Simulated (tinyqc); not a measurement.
Against the Fermi level: single-band model of a thermoelectric material. Computed by tinyqc, a small Python program. Command: `OMP_NUM_THREADS=1 python tinyqc.py 3028674 3028675 out.jsonl thermo walk`. One thread of a shared host (Intel(R) Xeon(R) Processor @ 2.30GHz), about 0.01 s of CPU time with the checks.

One spherical band, one scattering law, no minority carriers and no phonon drag. In a real material minority carriers limit |S| to about E_g/(2 e T), so larger values are formal. eta = E_F/(k_B T) is counted from the band edge; f = 1/(1 + exp(x - eta)).

Inputs (values chosen for the exercise, for a model material):
```
quantity,value,unit
density-of-states mass m,1.2,m_0
mobility parameter mu_300,1200,cm^2/(V s)
temperature exponent p,1.5,-
lattice thermal conductivity kappa_L,82,W/(m K)
temperature T,870,K
```

Band: parabolic. Scattering: acoustic phonons, r = -0.5.

Constants: k_B = 8.617333262e-05 eV/K; e = 1.602176634e-19 C; m_0 = 9.1093837015e-31 kg; k_B = 1.380649e-23 J/K; hbar = 1.054571817e-34 J s.

Method:
- With x = E/(k_B T), a = alpha k_B T (0 for a parabolic band), G = x (1 + a x), D = 1 + 2 a x and <y> = int y f (1 - f) dx, f = 1/(1 + exp(x - eta)): tau = tau_0 G^r/D; transport function s = G^(3/2 + r)/D^2; n = N_0 <G^(3/2)> with N_0 = (2 m k_B T)^(3/2)/(3 pi^2 hbar^3).
- Integrals over x = E/(k_B T) use 160 Gauss-Legendre points in u = sqrt(x) from 0 to sqrt(max(eta, 0) + 32).
- sigma = e mu_0 N_0 <s> with mu_0 = e tau_0/m = mu_300 (T/300 K)^(-p); |S| = (k_B/e)(<x s>/<s> - eta); Lorenz number L = (k_B/e)^2 (<x^2 s>/<s> - (<x s>/<s>)^2); kappa_e = L sigma T; zT = S^2 sigma T/(kappa_L + kappa_e).

The same material at other dopings:
```
eta,n (1/cm^3),|S| (microvolt/K),sigma (S/cm),power factor (microwatt/(cm K^2)),zT
-4,2.9646e+18,517.82,8.6591e+01,23.22,0.02460
-3,7.9717e+18,432.97,2.3180e+02,43.46,0.04594
-2,2.1064e+19,350.24,6.0556e+02,74.28,0.07806
-1,5.3400e+19,272.49,1.4945e+03,110.97,0.11492
0,1.2465e+20,204.50,3.3069e+03,138.30,0.13887
1,2.5668e+20,150.88,6.2654e+03,142.62,0.13577
2,4.6001e+20,112.39,1.0147e+04,128.17,0.11334
4,1.0608e+21,68.22,1.9170e+04,89.21,0.06637
6,1.8647e+21,46.95,2.8637e+04,63.11,0.03983
10,3.9236e+21,28.35,4.7709e+04,38.33,0.01852
```

|S| falls and sigma rises with eta, so their product S^2 sigma peaks: among these rows at eta = 1, and zT at eta = 0, where |S| = 205 microvolt/K. zT stays above 90 % of its best row from n = 1.2e20 to 2.6e20 per cm^3.

Extremes, crossings and ranges named in words are read from the listed rows.
